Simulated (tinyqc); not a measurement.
# Threshold spread from leakage statistics

Question. VT is Gaussian with standard deviation s and Ioff goes as exp(-VT/(n Vt)), so Ioff is log-normal: mean/median = exp(w^2/2) with w = s/(n Vt). Find w, s, the relative standard deviation sqrt(exp(w^2) - 1) and the share of devices that leak more than the mean, erfc(w/(2 sqrt(2)))/2.

Inputs (values chosen for the exercise): temperature T = 325 K; subthreshold factor n = 1.33.

Constants: q = 1.602176634e-19 C, kB = 1.380649e-23 J/K, Vt = kB T/q. Results are converted to the units shown.

mean/median of the off current = 1.0373377

Solution. w = sqrt(2 ln(mean/median)); the mean lies w/2 standard deviations out in ln Ioff.

w = 0.271
s = 10.1 mV
relative standard deviation = 0.276
share above the mean = 44.6 %

Numbers from tinyqc (`OMP_NUM_THREADS=1 python tinyqc.py 2090170 2090171 out.jsonl`; about 0.01 s on one thread of a shared Intel Xeon 2.30GHz).
